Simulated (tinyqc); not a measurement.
Debye-Callaway model of lattice thermal conductivity: one step, computed by the program tinyqc.

Three acoustic branches with one velocity v, cut at omega_D = k_B Theta/hbar; x = hbar omega/(k_B T). v and Theta are separate inputs: Theta cuts off the heat-carrying modes, so C need not reach 3 k_B/V. gamma is an effective value that sets the umklapp rate. Heat flows along the wire.

Problem. Scattering rates at one frequency. Rates: point defects A omega^4; umklapp B omega^2 T exp(-Theta/(b T)) with B = hbar gamma^2/(M v^2 Theta). Boundaries: v/Lambda_B with Lambda_B = D (1 + p)/(1 - p). The resistive time is tau_R = 1/(boundary + point-defect + umklapp rates), and the free path is v tau_R.

Inputs (values chosen for the exercise, modelled on lead telluride):
```
quantity,value,unit
sound velocity v,1790,m/s
Debye temperature Theta,145,K
mean atomic mass M,167.4,u
effective Grueneisen parameter gamma,4.09,-
umklapp exponent divisor b,2,-
wire diameter D,0.052,micrometre
specularity p,0.2,-
temperature T,200,K
probe frequency omega/omega_D,0.72,-
```

Sample: wire. Point defects: vacancies. Normal processes: left out.

Rayleigh coefficient A = 1.599142e-42 s^3

Constants: k_B = 1.380649e-23 J/K; hbar = 1.054571817e-34 J s; u = 1.6605390666e-27 kg.

Give: omega; Rates; tau_R; free path.

Solution.

omega = 1.367e+13 rad/s

Rates:
```
process,rate (1/s),rate x tau_R
boundaries,2.295e+10,0.05288
point defects,5.581e+10,0.1286
umklapp,3.552e+11,0.8185
```

tau_R = 2.304e-12 s

free path = 4.125 nm

The strongest resistive process at this frequency: umklapp, 82 % of the resistive rate.
